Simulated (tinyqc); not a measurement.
What moves the results: linear model of a band gap against the share of exact exchange. A value that a table varies takes the place of the one given here.

E(alpha) = E0 + S alpha. A wider gap screens less, modelled in the Penn form eps(alpha) = 1 + (e0 - 1)(EP/(EP + S alpha))^2 with a scale EP chosen for the exercise. A dielectric-dependent hybrid takes alpha = 1/eps.

Values chosen for the exercise (of the order of those of AlN; shifted at random, so the results belong to these values and not to a real crystal): E0 = 4.33 eV (gap of the semi-local functional); S = 7.85 eV (slope dE/d(alpha)); e0 = 5.2 (optical dielectric constant at alpha = 0); EP = 21.8 eV (energy scale of the screening); Et = 6.31 eV (target gap).

## Sweep of alpha

Also the exciton scale relative to alpha = 0, (m/m(0))(eps(0)/eps)^2, with a mass proportional to E + D, D = E0/2 + 0.3 eV, a k.p rule for direct gaps only.

Results:

| alpha | E (eV) | eps | alpha eps | exciton scale |
|---|---|---|---|---|
| 0.00 | 4.330 | 5.200 | 0.000 | 1.00 |
| 0.05 | 4.723 | 5.053 | 0.253 | 1.12 |
| 0.10 | 5.115 | 4.913 | 0.491 | 1.25 |
| 0.15 | 5.508 | 4.781 | 0.717 | 1.39 |
| 0.20 | 5.900 | 4.655 | 0.931 | 1.54 |
| 0.25 | 6.293 | 4.535 | 1.134 | 1.69 |
| 0.35 | 7.077 | 4.312 | 1.509 | 2.04 |
| 0.50 | 8.255 | 4.016 | 2.008 | 2.64 |

alpha eps reaches 1 between alpha = 0.2 and 0.25 (fixed point 0.217), and the target gap is met between 0.25 and 0.35. At the fixed point the gap is 6.03 eV, -0.28 eV from the target. From 0 to 0.25 the gap grows by 1.96 eV while eps falls by 13 %; the exciton scale, which takes both, grows by a factor of 1.69.

## What each parameter does

Fixed point alpha = 1/eps(alpha), gap and eps there. Each row changes one parameter from the base and keeps the others.

Results:

| case | alpha | E (eV) | eps |
|---|---|---|---|
| base | 0.2167 | 6.031 | 4.614 |
| E0 = 4.763 eV | 0.2167 | 6.464 | 4.614 |
| S = 8.635 eV | 0.2195 | 6.226 | 4.555 |
| e0 = 5.72 | 0.1953 | 5.863 | 5.120 |
| EP = 23.98 eV | 0.2142 | 6.012 | 4.668 |

The largest shifts from the base row, up to three for each result and ties (the steps differ in size, so this ranks the rows, not the parameters). alpha: e0 -0.0214, S +0.0028, EP -0.0025; unchanged at the printed digits by E0. E (eV): E0 +0.433, S +0.194, e0 -0.168. eps: e0 +0.506, S -0.059, EP +0.054; unchanged at the printed digits by E0.

tinyqc: `OMP_NUM_THREADS=1 python tinyqc.py 1881070 1881071 out.jsonl`; about 0.01 s, one thread, shared Intel(R) Xeon(R) Processor @ 2.30GHz.
